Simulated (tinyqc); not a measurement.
Gated graphene: carriers, quantum capacitance and optical conductivity, step by step. Values are carried at full precision from step to step, so a last printed digit may differ when a step is redone from the rounded ones.

Cones E = +/- hv |k|, four flavours, D(E) = 2|E|/(pi hv^2). n = (2/pi)(kT/hv)^2 F_1(mu/kT), p = (2/pi)(kT/hv)^2 F_1(-mu/kT), in 1/angstrom^2 (1e16 for 1/cm^2); F_1(eta) = integral_0^infinity x dx/(1 + exp(x - eta)). Cq/e^2 = d(n - p)/d mu = (2 kT/(pi hv^2)) ln(2 + 2 cosh(mu/kT)).

Gate: V = mu/e + e (n - p)/Cox with Cox/e^2 = k/(4 pi e2 t), t in angstrom, e2 = e^2/(4 pi eps0); 1/(eV angstrom^2) in C/e^2 equals 1602.176634 microfarad/cm^2; total 1/C = 1/Cox + 1/Cq.

Constants: kB = 8.617333262e-05 eV/K; e^2/(4 pi eps0) = 14.39964547 eV angstrom; fine-structure constant alpha = 0.007297352564.

Inputs chosen for the exercise (Fermi velocity near that of graphene, gate dielectric near SiO2; the results hold for these values, not for the real material):
- hv = 6.9 eV angstrom (hbar vF)
- T = 400 K
- k = 3.99 (dielectric constant of the gate layer)
- t = 30 nm (its thickness)
- V = -4.85 V (gate voltage from the neutrality point)
- E = 0.097 eV (photon energy)
- Gm = 20 meV (intraband damping)

## Chemical potential at the gate voltage

Solve the gate equation for mu.

Cox = 0.1178 microfarad/cm^2
mu = -0.2169 eV
n = 2.94e+08 1/cm^2
p = 3.41e+12 1/cm^2

mu takes 4.5 % of the gate voltage; the zero-temperature rule |mu| = hv sqrt(pi |n - p|) gives 0.2257 eV.

## Quantum capacitance

1/(eV angstrom^2) in C/e^2 equals 1602.176634 microfarad/cm^2; 1/C = 1/Cox + 1/Cq.

Cq = 4.649 microfarad/cm^2
C = 0.1149 microfarad/cm^2
Cq at mu = 0 = 1.024 microfarad/cm^2

C is 0.975 of Cox.

## Optical conductivity at one energy

Conductivity over sigma0 = e^2/(4 hbar): interband Re = sinh(E/2kT)/(cosh(mu/kT) + cosh(E/2kT)); intraband Re = (8 kT/pi) ln(2 cosh(mu/2kT)) Gm/(E^2 + Gm^2). A free sheet absorbs about pi alpha_f Re(sigma/sigma0), alpha_f the fine-structure constant (alpha among the constants).

Evaluate both parts and the absorption.

interband = 0.0071
intraband = 0.5634
absorption = 1.308 %

E is below 2|mu| = 0.4337 eV; at this temperature interband transitions are mostly Pauli blocked; the universal value is pi alpha_f = 2.293 %.

## Checks

- Cq/e^2 against the finite difference of n - p (1/(eV angstrom^2)): both 0.002902.

Computed by tinyqc, a small Python program: `OMP_NUM_THREADS=1 python tinyqc.py 1682776 1682777 out.jsonl` (the numbers bound the seed that draws the inputs); one thread of a shared host (Intel(R) Xeon(R) Processor @ 2.30GHz), about 0.01 s for the whole set of steps.
